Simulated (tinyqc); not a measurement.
Pair of shallow donors (hydrogen-like orbitals): one step. Two electrons and exchange. The numbers come from values chosen for the exercise (near those of two donors in GaN).

Each donor has the orbital exp(-r/a); energy unit Ha* = q/(eps a), q = e^2/(4 pi eps0), so that a lone donor is bound by Ha*/2; x = R/a. One electron: S = (1 + x + x^2/3) exp(-x), j = 1/x - (1 + 1/x) exp(-2x), k = (1 + x) exp(-x); levels E(+/-) = -1/2 - (j +/- k)/(1 +/- S) in Ha*, without the repulsion of the ions, split by D = |E(-) - E(+)|.

Two electrons, Heitler-London: with S' = (1 - x + x^2/3) exp(x), C = 1/x - exp(-2x)(1/x + 11/8 + 3x/4 + x^2/6), X = (1/5){exp(-2x)(25/8 - 23x/4 - 3x^2 - x^3/3) + (6/x)[S^2 (0.5772157 + ln x) + S'^2 Ei(-4x) - 2 S S' Ei(-2x)]}, Q = C - 2j + 1/x and A = X - 2 S k + S^2/x, the singlet and triplet lie at (Q +/- w A)/(1 +/- w S^2) from two lone donors, with the valley weight w = 1 (one valley); the exchange is J = triplet - singlet.

Ha* = 54.91856 meV
x = 5.072464

Question. Give C, X, Q, A and J.

Give: C, X, Q, A; J.

Answer.

C, X, Q, A (Ha*): 0.1968  0.003338  -0.0002855  -0.001988

J = 218 micro-eV

A swap of the two spins takes pi hbar/J = 0.00948 ns (hbar = 6.58212e-16 eV s). Against the one-electron splitting D = 2.21 meV, J/D = 0.099: exchange needs both electrons to tunnel and falls as exp(-2x), D as exp(-x).

Program tinyqc; command `OMP_NUM_THREADS=1 python tinyqc.py 1251532 1251533 out.jsonl`; about 0.01 s on one thread of a shared Intel(R) Xeon(R) Processor @ 2.30GHz.
